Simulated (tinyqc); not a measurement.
Changing the reflectivity of the chamber walls r: rapid thermal processing of a wafer: radiative balance, ramp and cooling, pattern effects, pyrometer error and spike budget. Computed by tinyqc, a small Python program. Command: `OMP_NUM_THREADS=1 python tinyqc.py 3111787 3111788 out.jsonl rtp sweep`. One thread of a shared host (Intel(R) Xeon(R) Processor @ 2.30GHz), about 0.07 s of CPU time with the checks.

The wafer is opaque and uniform through its thickness unless said otherwise; temperatures in formulas are in kelvin (C + 273.15). sigma = 5.670374419e-12 W/(cm^2 K^4).

Inputs (values chosen for the exercise, modelled on a hot silicon wafer):

| quantity | value | unit |
|---|---|---|
| wafer thickness d | 625 | micrometre |
| heat capacity per volume C | 2.15 | J/(cm^3 K) |
| thermal conductivity k | 0.23 | W/(cm K) |
| emissivity eps of each face | 0.6 | - |
| gas heat-transfer coefficient h, both faces together | 0.62 | mW/(cm^2 K) |
| wall temperature T_w | 300 | K |
| process temperature | 1050 | C |
| starting temperature | 500 | C |
| ramp rate | 65 | K/s |
| relative change of absorptivity over a pattern | 5.5 | % |
| period of the pattern | 2.3 | mm |
| activation energy of the process E_a | 1.24 | eV |

Constants: k_B = 8.617333262e-05 eV/K.

Method:
- Effective emissivity between parallel grey plates: eps_eff = 1/(1/eps + 1/(1 - r) - 1). Loss per area q(T) = 2 eps_eff sigma (T^4 - T_w^4) + h (T - T_w).
- Absorbed power during a ramp = q(T) + C d x ramp rate; thermal time constant tau = C d/(dq/dT), dq/dT = 8 eps_eff sigma T^3 + h; natural cooling rate q/(C d); front-to-back difference under one-sided heating at the end of the ramp = (absorbed power) d/(2 k).
- Cooling with the lamps off: C d dT/dt = -q(T), integrated adaptively (relative tolerance 1e-10).
- Spike anneal: linear ramp to the peak, then lamps off. Equivalent time at the peak = int exp(-(E_a/k_B)(1/T - 1/T_peak)) dt; estimate (k_B T^2/E_a)(1/ramp rate + 1/cooling rate). The ramp part uses 4000 trapezoid steps, the cooling part 4000 steps over 4 tau.
- Time within 50 K of the peak from the same curves.
- At steady state a sinusoidal change of absorbed power of relative amplitude a and period p gives the temperature amplitude a q/(dq/dT + k d (2 pi/p)^2); healing length l = sqrt(k d/(dq/dT)); process change = E_a dT/(k_B T^2). Emissivity is taken as unchanged.

One run for each value:

| reflectivity of the chamber walls r | holding power q (W/cm^2) | natural cooling rate (K/s) | equivalent time, total (s) | healing length l (mm) |
|---|---|---|---|---|
| 0.00 | 21.44 | 159.5 | 2.503 | 4.75 |
| 0.27 | 17.66 | 131.4 | 2.695 | 5.25 |
| 0.41 | 15.31 | 114.0 | 2.861 | 5.64 |
| 0.54 | 12.84 | 95.5 | 3.100 | 6.18 |
| 0.68 | 9.78 | 72.8 | 3.562 | 7.12 |
| 0.81 | 6.48 | 48.2 | 4.532 | 8.85 |
| 0.95 | 2.31 | 17.2 | 9.425 | 15.87 |

Give the missing row, reflectivity of the chamber walls r = 0.14.

Computed row; columns: (1) reflectivity of the chamber walls r; (2) holding power q (W/cm^2); (3) natural cooling rate (K/s); (4) equivalent time, total (s); (5) healing length l (mm):
```
(1)     (2)    (3)    (4)   (5)
0.14  19.58  145.7  2.588  4.98
```

Interpolating between the two neighbouring rows (linearly) misses most in healing length l (mm), by 0.65 %. Over the rows, holding power q (W/cm^2) falls from 21.4 to 2.31; natural cooling rate (K/s) falls from 160 to 17.2; equivalent time, total (s) rises from 2.50 to 9.43. Reflecting walls save power but slow the cooling, which lengthens the equivalent time of a spike.

Extremes, crossings and ranges named in words are read from the listed rows.
